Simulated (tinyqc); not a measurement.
# Double-gate transistor, scale length and short-channel effects, step by step

Program tinyqc, `OMP_NUM_THREADS=1 python tinyqc.py 2420158 2420159 out.jsonl`; Intel Xeon 2.30GHz, shared host, one thread, about 0.01 s. Printed values are rounded.

A body of thickness ts between two insulators of thickness ti and two tied gates. Below threshold the potential that source and drain add obeys Laplace's equation and vanishes on the gate. Its lowest mode decays along the channel as exp(-k y); k is the smallest positive root of the matching condition at the interface, and the scale length is Lambda = pi/k.

Values chosen for this exercise; permittivities: semiconductor close to that of silicon, insulator close to that of silicon dioxide: temperature T = 325 K; relative permittivity of the semiconductor eps_r = 11.5; relative permittivity of the insulator ei = 3.81; insulator thickness ti = 1.3 nm; body thickness ts = 9.1 nm; channel length L = 31 nm; potential of the source Vbi = 1.01 V; potential of the barrier top at threshold sT = 0.53 V; long-channel threshold VTL = 0.41 V; long-channel body factor m = 1; drain voltage Vds = 0.7 V.

Constants: q = 1.602176634e-19 C, kB = 1.380649e-23 J/K, Vt = kB T/q. Results are converted to the units shown.

## Scan of the matching condition

k, point 0 to 7 (1/nm): 0.0375  0.075  0.1125  0.15  0.1875  0.225  0.2625  0.3

f(k) = ei cos(k ti) cos(k ts/2) - eps_r sin(k ti) sin(k ts/2).

f(k), point 0 to 7: 3.65506  3.19860  2.46533  1.49504  0.34066  -0.93441  -2.25941  -3.55981

The first change of sign lies between k = 0.1875 and 0.225 1/nm.

## Iteration 1: decay constant by Newton steps

k at the start = 0.1875 1/nm

f(k) = ei cos(k ti) cos(k ts/2) - eps_r sin(k ti) sin(k ts/2); f' by a central difference with +/- 1e-5 1/nm; k(new) = k - f/f'.

f = 0.340658
f' = -32.6939 nm
k after iteration 1 = 0.197920 1/nm

## Iteration 2: decay constant by Newton steps

As before.

f = -0.00443772
f' = -33.5220 nm
k after iteration 2 = 0.197787 1/nm

## Course of the iteration: decay constant by Newton steps

Stop when k changes by less than 1e-10 1/nm, or after 30 iterations.

Course of the iteration:
```
iteration  k (1/nm)  |change| (1/nm)
1          0.197920           0.0104
2          0.197787          1.32e-4
3          0.197787          1.90e-8
4          0.197787          < 1e-14
```

Converged in 4 iterations. The change falls from 0.010 in the first iteration to below the tolerance in the last.

## Scale length against simple estimates

k = 0.197787 1/nm

Lambda = pi/k and l = 1/k. A parabolic potential across the structure gives l(parabolic) = sqrt((eps_r/(2 ei)) ts ti (1 + ei ts/(4 eps_r ti))).

Lambda = 15.8837 nm
l = 5.05594 nm
l(parabolic) = 5.31083 nm

The parabolic estimate is 5.0 % above l.

## Threshold shift, barrier position and swing

Along the channel psi(y) = s + a exp(y/l) + b exp(-y/l) with psi(0) = Vbi, psi(L) = Vbi + Vds and l = 1/k = Lambda/pi; with A = Vbi - s, B = A + Vds, x = exp(-L/l): a = (B - A x) x/(1 - x^2), b = (A - B x)/(1 - x^2). The minimum is s + 2 sqrt(a b), at y = (l/2) ln(b/a). The long-channel potential follows the gate as s = sT + (Vg - VTL)/m, and the threshold VT is the gate voltage at which the minimum equals sT. Swing = m Vt ln 10/g at threshold, g = d(minimum)/ds = 1 - (b x + a)/((1 + x) sqrt(a b)).

s at threshold = 0.452120 V
a = 0.00273141 V
b = 0.555149 V
position of the minimum = 13.4347 nm
VT = 0.332120 V
swing = 71.7248 mV/decade

The threshold lies 77.9 mV below the long-channel value, and the barrier top sits at 0.43 L from the source.
